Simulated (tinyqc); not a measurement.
Implanted layer, carriers, mobility and sheet resistance with incomplete ionisation: effect of the peak chemical concentration.

A p-type layer from the surface x = 0 to the junction xj, N(x) = N0 exp(-(x - Rp)^2/(2 sg^2)). Local neutrality (no depletion at surface or junction, no spilling of carriers), intrinsic carriers neglected, Boltzmann statistics.

xj = Rp + sg sqrt(2 ln(N0/Nb)). Active dopant A = min(N, Ns); p solves p (p + Nb)/(A - Nb - p) = K, K = (NB/gd) exp(-E/Vt), E = max(Ei - ks A^(1/3), 0), so p = 2 K (A - Nb)/[Nb + K + sqrt((Nb + K)^2 + 4 K (A - Nb))]; mobility mu = m1 + (m2 (T/300 K)^(-bt) - m1)/(1 + ((A + Nb)/Nr)^am). Dose = integral of N, carrier sheet density = integral of p, 1/Rs = q integral of p mu, mean mobility 1/(q Rs sheet density), Hall mobility (unit Hall factor) = integral of p mu^2 over integral of p mu, Hall sheet density = (integral of p mu)^2/integral of p mu^2; all from 0 to xj. Integrals on 4000 steps.

Values chosen for this exercise; values close to those of boron in silicon over an n-type background: temperature T = 300 K; background doping of the opposite type Nb = 1.5e14 cm^-3; mobility limit at high doping m1 = 44.5 cm^2/(V s); mobility limit at low doping, at 300 K m2 = 485 cm^2/(V s); reference doping of the mobility law Nr = 2.17e17 cm^-3; exponent of the mobility law am = 0.716; temperature exponent of m2 bt = 2; solubility limit of active dopant Ns = 2e20 cm^-3; valence-band density of states at T NB = 2.57e19 cm^-3; ionisation energy in the dilute limit Ei = 0.0459 eV; degeneracy factor of the level gd = 4; lowering of Ei per N^(1/3) ks = 6.7e-9 eV cm; straggle after annealing sg = 100 nm; projected range Rp = 72 nm.

Constants: q = 1.602176634e-19 C, kB = 1.380649e-23 J/K, Vt = kB T/q. Results are converted to the units shown.

Effect of the peak chemical concentration:
columns A: N0 (cm^-3); B: xj (nm); C: dose (cm^-2); D: carriers (cm^-2); E: Rs (ohm/square); F: mean mobility (cm^2/(V s)); G: Rs xj (ohm nm); H: Hall/true sheet density
```
A           B         C         D        E      F        G       H
1.5e15  286.6  2.814e10  2.381e10  5.535e5  473.6  1.586e8   1.000
3.9e15  327.3  7.419e10  6.909e10  1.945e5  464.4  6.367e7  0.9999
1e16    361.8  1.911e11  1.844e11  7.563e4  447.5  2.737e7  0.9996
2.6e16  393.1  4.976e11  4.835e11  3.091e4  417.6  1.215e7  0.9986
6.7e16  421.3  1.283e12  1.226e12  1.373e4  370.9  5.784e6  0.9954
1.7e17  447.0  3.256e12  2.965e12     6812  309.0  3.045e6  0.9867
4.5e17  472.2  8.620e12  7.096e12     3713  236.9  1.753e6  0.9665
1.2e18  496.0  2.299e13  1.599e13     2277  171.4  1.129e6  0.9322
3e18    517.1  5.747e13  3.219e13     1550  125.1  8.016e5  0.8944
```

As N0 goes from 1.5e15 to 3e18, xj rises from 287 to 517 nm, Rs falls from 5.54e5 to 1550 ohm/square, the mean mobility falls from 474 to 125 cm^2/(V s) and the share of the dose that conducts goes from 84.6 through a maximum of 97.2 (at N0 = 2.6e16 among the rows listed) to 56.0 %. Rs goes as dose^(-1.08) at the low end and dose^(-0.42) at the high end; constant mobility and activation would give -1.

Numbers from tinyqc (`OMP_NUM_THREADS=1 python tinyqc.py 2110112 2110113 out.jsonl`; about 0.01 s on one thread of a shared Intel Xeon 2.30GHz).
